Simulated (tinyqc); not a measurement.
Slices of the butterfly: square lattice in a magnetic field (Harper-Hofstadter model).

Landau gauge, lattice period 1: the magnetic cell has q sites j = 0 to q - 1 along x. H_jj = -2 ty cos(ky + 2 pi p j/q), H_(j,j+1) = -tx, and the bond from q - 1 back to 0 is H_(q-1,0) = -tx exp(i q kx). The levels depend on k only through cos(q kx) and cos(q ky), so the band edges lie at (0, 0) and (pi/q, pi/q).

Values chosen for the exercise: tx = 0.8 meV (hopping along x); ty = 0.8 meV (hopping along y); Q = 7 (denominator).

Flux P/Q for each P (p = P, q = Q): the lowest edge, the first gap, the widest gap with its r (the lower one of a mirror pair) and t_r from r = Q s + P t, |t| <= Q/2, and the total width of the bands.

Spectra (meV):
```
flux  lowest edge  first gap  t of first gap  widest gap  its r  its t  total width
1/7       -2.5626     1.1019               1      1.1019      1      1       1.0276
2/7       -2.1799     0.0162              -3      1.3192      2      1       1.0583
3/7       -2.0888     0.2285              -2      1.2270      3      1       1.0412
```

The widest gap carries t = 1 in every row, and its r equals P: it is the gap above the lowest Landau level, which holds P of the Q bands. The first gap is widest at 1/7 (t = 1) and narrowest at 2/7 (t = -3). The total width lies between 1.028 and 1.058 meV; its limit for large Q is 4 |tx - ty| = 0.0 meV.

tinyqc: `OMP_NUM_THREADS=1 python tinyqc.py 1280497 1280498 out.jsonl`; about 0.03 s, one thread, shared Intel(R) Xeon(R) Processor @ 2.30GHz.
